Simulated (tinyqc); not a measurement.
Spherical quantum dot: sweeps and comparisons. A value that a table varies takes the place of the one given here.

A sphere of radius R, isotropic masses, c = hbar^2/2m0, k = sqrt(mw E/c), kappa = sqrt(mb (V0 - E)/c). State n l is the spherical Bessel function j_l(k r) inside and k_l(kappa r) outside; psi and psi'/m are continuous: (k/mw) j_l'(kR)/j_l(kR) = (kappa/mb) k_l'(kappa R)/k_l(kappa R). For l = 0 this reads kR cot(kR) = 1 - (mw/mb)(1 + kappa R).

With hard walls E = c (x/R)^2/mw, x a zero of j_l: 1s 3.141593; 2s 6.283185; 1p 4.493409; 2p 7.725252; 1d 5.763459; 2d 9.095011; 1f 6.987932; 2f 10.417119.

Constants: hbar^2/2m0 = 3.80998211 eV angstrom^2.

Values chosen for the exercise (near those of a GaAs dot in AlGaAs; shifted at random, so the results belong to these values and not to a real crystal):
- V0 = 0.283 eV (barrier height)
- mw = 0.0688 m0 (mass inside)
- mb = 0.096 m0 (mass outside)
- Rs = (35, 50, 69, 99, 139, 198, 277) angstrom (radii)
- R = 99 angstrom (radius)

## Radius

The two lowest states against R; a dash marks an unbound state.

Levels (eV):
```
R (angstrom)      1s      1p  1s, hard walls  flat well of width 2R
35            0.1841       -          0.4462                 0.0512
50            0.1168  0.2303          0.2186                 0.0308
69            0.0725  0.1467          0.1148                 0.0187
99            0.0403  0.0822          0.0558                 0.0102
139           0.0224  0.0458          0.0283                 0.0056
198           0.0118  0.0242          0.0139                 0.0030
277           0.0063  0.0129          0.0071                 0.0016
```

The lowest state is bound at every radius listed. 1p becomes bound between 35 and 50 angstrom. At the largest radius the level is 0.89 of the hard-wall value and 3.99 times that of the flat well (the hard-wall ratio is 4.00); the exponent d ln E/d ln R between the last two radii is -1.86.

## Shape and dimension

Lowest level with hard walls: film c (pi/2R)^2/mw, cylinder c (2.404826/R)^2/mw, sphere c (pi/R)^2/mw, square or cube of side a: 2 or 3 times c (pi/a)^2/mw; c = hbar^2/2m0. Finite barriers V0 with outer mass mb and psi, psi'/m continuous for film, cylinder and sphere (not separable for the square and the cube: dash).

Lowest level (eV):
```
shape                      hard walls  finite barrier
film, width 2R                 0.0139          0.0102
cylinder, radius R             0.0327          0.0238
square wire of equal area      0.0355               -
sphere, radius R               0.0558          0.0403
cube of equal volume           0.0644               -
```

With hard walls the levels of film, cylinder and sphere stand as 1 : 2.34 : 4.00; with the finite barrier as 1 : 2.33 : 3.94. The square lies 8.6 % above the circle of equal area and the cube 15.5 % above the sphere of equal volume: round shapes give the lowest level for a given size.

## What each parameter does

The lowest level 1s and its distance to V0. Each row changes one parameter from the base and keeps the others.

Results:
```
case             E (eV)  V0 - E (eV)     k R
base             0.0403       0.2427  2.6719
R = 89 angstrom  0.0482       0.2348  2.6251
V0 = 0.34 eV     0.0415       0.2985  2.7092
mw = 0.0619 m0   0.0432       0.2398  2.6238
mb = 0.12 m0     0.0388       0.2442  2.6194
```

The largest shifts from the base row, up to three for each result and ties (the steps differ in size, so this ranks the rows, not the parameters). E (eV): R +0.0078, mw +0.0029, mb -0.0016. V0 - E (eV): V0 +0.0559, R -0.0078, mw -0.0029. k R: mb -0.0525, mw -0.0481, R -0.0468.

Computed by tinyqc, a small Python program: `OMP_NUM_THREADS=1 python tinyqc.py 1280589 1280590 out.jsonl` (the numbers bound the seed that draws the inputs); one thread of a shared host (Intel(R) Xeon(R) Processor @ 2.30GHz), about 0.02 s for the whole set of steps.
